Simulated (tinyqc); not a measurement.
Inside a calculation. Model: microkinetic model of low-temperature epitaxy from hydride gases: adsorption, hydrogen desorption and rate control. Computed by tinyqc, a small Python program that keeps every step. Command: `OMP_NUM_THREADS=1 python tinyqc.py 3025040 3025041 out.jsonl hepi walk`. One thread of a shared host (Intel(R) Xeon(R) Processor @ 2.30GHz), about 0.01 s of CPU time with the checks. Intermediate numbers are printed to about 5 digits and carried at full precision; extremes and crossings named in words are read from the listed rows.

Each hydride molecule needs two free sites and leaves four hydrogen atoms, of which two leave at once as H2; theta is the hydrogen coverage, the site density is 6.78 per nm^2 and one layer is 1.358 angstrom thick.

Inputs (values chosen for the exercise, close to those used for silane and germane on Si(001)):
```
quantity                                           value  unit
silane pressure p_S                                  3.2    Pa
sticking prefactor of silane s0                    0.065     -
adsorption barrier E_s                              0.31    eV
desorption prefactor nu_d                        4.3e+12   1/s
desorption energy on silicon E_d                    2.16    eV
hydrogen carrier pressure p_H                          0    Pa
sticking of hydrogen s_H                         2.4e-07     -
temperature T                                        740     C
germane pressure p_G                                0.51    Pa
sticking ratio of germane to silane r_G              3.6     -
lowering of E_d per unit germanium fraction, dE     0.45    eV
```

Film: silicon-germanium. Order of hydrogen desorption: first.

Constants: k_B = 8.617333262e-05 eV/K; u = 1.6605390666e-27 kg; k_B = 1.380649e-23 J/K.

## Rate constants

Flux per site F = p/(sqrt(2 pi M k_B T) x 6.78e18 per m^2), M = 32.12 u (silane), 76.63 u (germane), 2.016 u (hydrogen); s = s0 exp(-E_s/(k_B T)); k_S = s F_S, k_G = r_G s F_G; germanium fraction x = k_G/(k_S + k_G); k = k_S + k_G; k_H = s_H F_H; k_d = nu_d exp(-(E_d - dE x)/(k_B T)). Temperatures in kelvin are T(C) + 273.15.

k = 17.639 1/s

germanium fraction x = 0.27085

k_H = 0 1/s

k_d = 312.70 1/s

## Coverage and growth rate

With k the hydride and k_H the hydrogen adsorption rate on free pairs and k_d the desorption rate, steady state: 2 (k + k_H)(1 - theta)^2 = k_d theta; growth rate R = k (1 - theta)^2 layers/s; 1 layer/s = 8.148 nm/min. With c = 2 (k + k_H)/k_d the free share is 1 - theta = 2/(1 + sqrt(1 + 4c)).

c = 0.11282

hydrogen coverage theta = 0.092843

growth rate R in layers = 14.516 layers/s

growth rate G = 118.28 nm/min

The surface is mostly bare: the arrival of hydride limits growth.

## Degrees of rate control

X_i = d ln R/d ln k_i at fixed other constants. With f = 1 - theta and a = 2/f + 1/theta: d ln f/d ln k_d = 1/(a f), so X_d = 2/(a f), X_k = 1 - X_d k/(k + k_H), X_H = -X_d k_H/(k + k_H); they sum to 1.

X_d (desorption) = 0.16991

X_k (hydride adsorption) = 0.83009

X_H (hydrogen adsorption) = 0

## Two regimes over temperature

Limits: desorption-limited R = k_d k/(2 (k + k_H)), adsorption-limited R = k.

Growth:
```
T (C)    theta  G (nm/min)  desorption limit (nm/min)  adsorption limit (nm/min)
400    0.98203  9.4737e-03                 9.6470e-03                      29.34
450    0.94961  1.0399e-01                 1.0951e-01                      40.96
500    0.87915  7.9814e-01                 9.0786e-01                      54.65
550    0.75062  4.3695e+00                 5.8212e+00                      70.26
600    0.56062  1.6914e+01                 3.0170e+01                      87.61
650    0.34706  4.5409e+01                 1.3084e+02                     106.51
700    0.17623  8.6002e+01                 4.8801e+02                     126.73
750    0.07856  1.2572e+02                 1.6004e+03                     148.07
800    0.03384  1.5899e+02                 4.6988e+03                     170.32
850    0.01496  1.8754e+02                 1.2534e+04                     193.28
```

The apparent activation energy of G is 2.01 eV between the first rows and 0.34 eV between the last; full hydrogen cover gives a value near the desorption energy (plus E_s where k_H far exceeds k), a bare surface one near E_s less k_B T/2 from the flux. The coverage passes one half between 600 and 650 C, the knee of the Arrhenius plot.

Checks made by the program: steady coverage against time integration of d theta/dt (relative difference below 1e-10); degree of control against a finite difference (relative difference 7e-10).
